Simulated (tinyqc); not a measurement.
## Slope factor and drain-induced lowering from three currents

Problem. With source and body at 0 V, I = A exp((Vg + dd Vd)/(nf Vt)) (1 - exp(-Vd/Vt)). Find nf, the swing nf Vt ln 10 and dd.

Values chosen for this exercise: temperature T = 398 K.

Constants: q = 1.602176634e-19 C, kB = 1.380649e-23 J/K, Vt = kB T/q. Results are converted to the units shown.

currents at (Vg, Vd) = (0, 0.05), (0, 0.8) and (0.06, 0.8) V (nA/um): 0.11384387  0.47735487  1.8147427

Answer. The pair at equal Vd gives nf; the pair at equal Vg, after dividing out the factors 1 - exp(-Vd/Vt), gives dd.

nf = 1.31
swing = 103 mV/decade
dd = 0.0700

Program tinyqc, `OMP_NUM_THREADS=1 python tinyqc.py 2242169 2242170 out.jsonl`; Intel Xeon 2.30GHz, shared host, one thread, about 0.04 s.
